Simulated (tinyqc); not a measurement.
From results back to parameters: interband optics of a two-band s-p chain from momentum matrix elements. Three cases, with inputs chosen for the exercise.

Problem. At k = 0 the chain has the gap D0 = Es - Ep_ - 2 (ts + tp), w0 = 4 a^2 V^2, and masses 2c/mc = 2 ts a^2 + 2 w0/D0, 2c/mv = 2 tp a^2 + 2 w0/D0 (c = hbar^2/2m0, mv positive for holes). The oscillator strength there is f0 = w0/(c D0). V, ts and tp are hidden.

Constants: hbar^2/2m0 = 3.80998211 eV angstrom^2.

Find: V; ts; tp.

Method. w0 = f0 c D0 gives V; 1/mc - f0 = ts a^2/c and 1/mv - f0 = tp a^2/c.

Case 1.

Values chosen: a = 2.45 angstrom (period).
D0 = 3.9000 eV
f0 = 0.52499

mc, mv (m0): 1.018455  0.771026

Solution.

V = 0.57 eV
ts = 0.29 eV
tp = 0.49 eV

Case 2.

Values chosen: a = 3.8 angstrom (period).
D0 = 3.9400 eV
f0 = 4.40530

mc, mv (m0): 0.141677  0.186818

Solution.

V = 1.07 eV
ts = 0.70 eV
tp = 0.25 eV

Case 3.

Values chosen: a = 2.74 angstrom (period).
D0 = 5.9600 eV
f0 = 1.16855

mc, mv (m0): 0.601982  0.624195

Solution.

V = 0.94 eV
ts = 0.25 eV
tp = 0.22 eV

Computed by tinyqc, one run a case: `OMP_NUM_THREADS=1 python tinyqc.py N N+1 out.jsonl` with N = 1651098, 1651102, 1651118; one thread of a shared Intel(R) Xeon(R) Processor @ 2.30GHz, about 0.01 s a run at most.
